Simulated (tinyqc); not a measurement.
Inside a calculation. Model: space-charge-limited current through a thin insulating or semi-insulating film with traps. Computed by tinyqc, a small Python program that keeps every step. Command: `OMP_NUM_THREADS=1 python tinyqc.py 3014836 3014837 out.jsonl sclc walk`. One thread of a shared host (Intel(R) Xeon(R) Processor @ 2.30GHz), about 0.01 s of CPU time with the checks. Intermediate numbers are printed to about 6 digits and carried at full precision; extremes and crossings named in words are read from the listed rows.

One ohmic injecting contact at x = 0 (field zero), drift only, non-degenerate free carriers.

Inputs (values chosen for the exercise, modelled on semi-insulating GaAs):
```
quantity,value,unit
permittivity eps,12.9,-
band mobility mu,5300,cm^2/(V s)
effective density of states N_c,4.9e+17,1/cm^3
trap density N_t,2.1e+16,1/cm^3
"equilibrium Fermi level below the band edge, E_0",0.62,eV
thickness d,950,nm
"free density at the anode, in units of N_c",0.00031,-
temperature T,300,K
trap level E_t below the band edge,0.31,eV
```

Traps: single level.

Constants: k_B = 8.617333262e-05 eV/K; e = 1.602176634e-19 C; eps_0 = 8.8541878128e-12 F/m.

## Equilibrium and landmark voltages

Free density n_0 = N_c exp(-E_0/k_B T) in equilibrium; trapped density n_t(n) = N_t/(1 + n_1/n), n_1 = N_c exp(-E_t/k_B T). theta = n/(n + n_t) at the anode density; trap-filled-limit voltage V_TFL = e (N_t - n_t(n_0)) d^2/(2 eps eps_0).

n_0 = 1.88215e+07 1/cm^3

n_t(n_0) = 1.30150e+11 1/cm^3

theta = 0.00732391

V_TFL = 13.2925 V

## One point of the curve

J = e mu n F and (eps eps_0/e) dF/dx = n - n_0 + n_t(n) - n_t(n_0) = rho(n). With F = J/(e mu n): d = (eps eps_0 J/(e^2 mu)) I_1 and V = (eps eps_0 J^2/(e^3 mu^2)) I_2, I_k = int_(n_L)^infinity dn/(n^(k+1) rho(n)), n_L the density at the anode; with u = n_L/n, 200 Gauss-Legendre points in t, u = 1 - (1 - t)^2. Anode field J/(e mu n_L); Mott-Gurney current (9/8) eps eps_0 mu V^2/d^3; ohmic current e n_0 mu V/d.

I_1 = 3.05345e-31 cm^6

I_2 = 1.03096e-45 cm^9

current density J = 37058.8 A/cm^2

voltage V = 13.9985 V

anode field over mean field V/d = 1.94980

trap-free Mott-Gurney current = 1.55653e+06 A/cm^2

ohmic current = 0.00235504 A/cm^2

J is 0.0238 times the trap-free law and 1.57e7 times the ohmic current; theta is 0.00732. The field ratio is 1 for ohmic flow, 3/2 for the square law and 2 for a uniform fixed charge; here 1.95. Caution: J V exceeds 1e5 W/cm^2, where self-heating, left out here, would matter. Caution: mu V/d exceeds 1e7 cm/s, so velocity saturation would limit the current.

## The whole curve

The last column is d ln J/d ln V up to the next row.

Current against voltage:
```
n_L (1/cm^3),V (V),J (A/cm^2),slope
2.00e+07,6.67509e-05,1.46650e-08,1.6849
1.40e+08,1.50387e-03,2.78924e-06,1.9702
1.00e+09,1.15359e-02,1.54450e-04,1.9990
7.20e+09,8.34288e-02,8.06158e-03,2.0217
5.20e+10,5.81962e-01,4.09117e-01,2.1543
3.70e+11,3.30315e+00,1.72297e+01,2.9726
2.60e+12,9.43719e+00,3.90408e+02,7.9121
1.90e+13,1.27447e+01,4.20668e+03,23.4171
1.30e+14,1.38894e+01,3.15258e+04,11.7016
9.60e+14,1.66651e+01,2.65798e+05,4.3201
6.90e+15,2.92730e+01,3.03050e+06,2.4976
4.90e+16,1.02553e+02,6.94078e+07,-
```

The slope starts at 1.68, peaks at 23.4 between 12.7 and 13.9 V and ends at 2.50. Rows below 0.26 V (10 k_B T/e) are formal, since diffusion from the contact rules there. Self-heating is left out, although J V exceeds 1e5 W/cm^2 at the last row. The last rows ignore velocity saturation (mu V/d above 1e7 cm/s). The steep part is the filling of the level near V_TFL = 13.3 V, from which N_t can be read; below it a slope near 2, where the rows show one, belongs to the square law scaled by theta.

Checks made by the program: trap-free limit against the Mott-Gurney law (relative difference 5e-08).
